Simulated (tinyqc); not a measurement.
Worked calculation: q-state Potts model on a small periodic square lattice: enumeration, Metropolis, heat-bath and Wolff steps. Computed by tinyqc, a small Python program that keeps every step. Command: `OMP_NUM_THREADS=1 python tinyqc.py 3112037 3112038 out.jsonl potts walk`. One thread of a shared host (Intel(R) Xeon(R) Processor @ 2.30GHz), about 0.09 s of CPU time with the checks. Intermediate numbers are printed to about 7 digits and carried at full precision; extremes and crossings named in words are read from the listed rows.

E = -J x (number of nearest-neighbour bonds with equal states); n x n sites with periodic edges have 2 n^2 bonds. Order parameter m = (q f - 1)/(q - 1), f being the largest share of one state. Sites are numbered row by row from 0. Here q = 2 and n = 4.

Inputs (values chosen for the exercise, for a model of domains or grain orientations):
```
quantity             value  unit
number of states q       2     -
edge n                   4     -
coupling J              36   meV
temperature T          736     K
seed                402849     -
```

Update: Metropolis.

Constants: k_B = 8.617333262e-05 eV/K.

## Scales

K = J/(k_B T); the infinite square lattice orders at K_c = ln(1 + sqrt(q)); Wolff bond probability p = 1 - exp(-K).

K = 0.5676123

K_c = 0.8813736

T_c of the infinite lattice = 473.9904 K

p = 0.4331226

## Density of states

All q^(n^2) states are counted by their number b of equal bonds; weights g(b) exp(K b), K = J/(k_B T). Per site: u = -J <b>/n^2, c/k_B = K^2 (<b^2> - <b>^2)/n^2.

States by number of equal bonds:
```
b    g(b)   probability
0       2  7.848525e-10
4      32  1.216050e-07
6      64  7.568388e-07
8     424  1.560310e-05
10   1728  1.978840e-04
12   6688  2.383334e-03
14  13568  1.504618e-02
16  20524  7.082626e-02
18  13568  1.457035e-01
20   6688  2.234972e-01
22   1728  1.796972e-01
24    424  1.372098e-01
26     64  6.444974e-02
28     32  1.002797e-01
32      2  6.069271e-02
```

The most probable level has b = 20 of 32 bonds.

## Exact averages

ln Z = ln sum g(b) exp(K b); entropy per site s/k_B = (ln Z - K <b>)/n^2.

<b> = 22.13925

energy u = -49.81331 meV/site

heat capacity c = 0.3674515 k_B/site

entropy s = 0.5682602 k_B/site

## Order parameter

The same sums with m: <m> and the Binder ratio U = 1 - <m^4>/(3 <m^2>^2).

<m> = 0.4843299

Binder ratio U = 0.3765715

## Eight single-site steps

start states:
```
   1  2  3  4
1  0  1  0  0
2  1  0  0  0
3  1  0  0  1
4  1  1  1  0
```

random numbers, one row a step:
```
        1       2       3
1  0.2128  0.8490  0.8564
2  0.5120  0.5731  0.9155
3  0.5555  0.5798  0.1977
4  0.4328  0.6947  0.2224
5  0.8945  0.5762  0.8848
6  0.7397  0.9793  0.9910
7  0.3197  0.5565  0.0922
8  0.8381  0.0906  0.8315
```

Site = floor(r1 n^2). Trial state = (old + 1 + floor(r2 (q - 1))) mod q; it is accepted if r3 < min(1, exp(K db)), db the change in equal bonds.

Steps:
```
site  old  trial  db  acceptance  new
3       0      1  -4    0.103266    0
8       1      0  -2    0.321350    1
8       1      0  -2    0.321350    0
6       0      1  -4    0.103266    0
14      1      0   2    1.000000    0
11      1      0   4    1.000000    0
5       0      1   0    1.000000    1
13      1      0   0    1.000000    0
```

states afterwards:
```
   1  2  3  4
1  0  1  0  0
2  1  1  0  0
3  0  0  0  0
4  1  0  0  0
```

## A longer run and its error bar

After 400 updates are discarded, b is recorded for 4000 sweeps of n^2 steps of the update named (random numbers not printed, so these rows are one sample). Records are averaged in blocks; the error is the scatter of block means over sqrt(number of blocks), and the last column its square over that for single records.

Blocking:
```
block length   mean b      error  variance ratio
1             22.0305  0.0673064        1.000000
4             22.0305  0.0987982        2.154693
16            22.0305  0.1116350        2.750986
40            22.0305  0.1236766        3.376468
100           22.0305  0.1120531        2.771628
```

The run gives 22.030 +/- 0.124 (blocks of 40) against the exact 22.139, a difference of 0.9 error bars. Single records understate the error by a factor of about 1.8, because successive records are correlated.

## Across the transition

m and U = 1 - <m^4>/(3 <m^2>^2) from the same sums; K = K_c T_c/T.

Exact values for this lattice:
```
T/T_c  share of equal bonds  c (k_B/site)        <m>          U
0.50              0.9980955     0.0497333  0.9980246  0.6663456
0.70              0.9826133     0.2577169  0.9799915  0.6625222
0.85              0.9490688     0.5428329  0.9341159  0.6496695
0.95              0.9128506     0.7241704  0.8786271  0.6307078
1.00              0.8914059     0.7832668  0.8438604  0.6171993
1.10              0.8455708     0.8129949  0.7660905  0.5822119
1.25              0.7806982     0.6894978  0.6500476  0.5152723
1.50              0.7035052     0.4120260  0.5062381  0.3985171
2.00              0.6299867     0.1599519  0.3704504  0.2437403
3.00              0.5783554     0.0526718  0.2860150  0.1348403
```

c is largest, 0.81 k_B, at T/T_c = 1.1: on so small a lattice the transition is a broad bump. At T_c the infinite lattice has a share (1 + 1/sqrt(q))/2 = 0.854 of equal bonds, against 0.891 here. <m> stays at 0.29 at 3 T_c, since the largest share among 16 sites always exceeds 1/q on average.

Checks made by the program: number of states (relative difference below 1e-10).
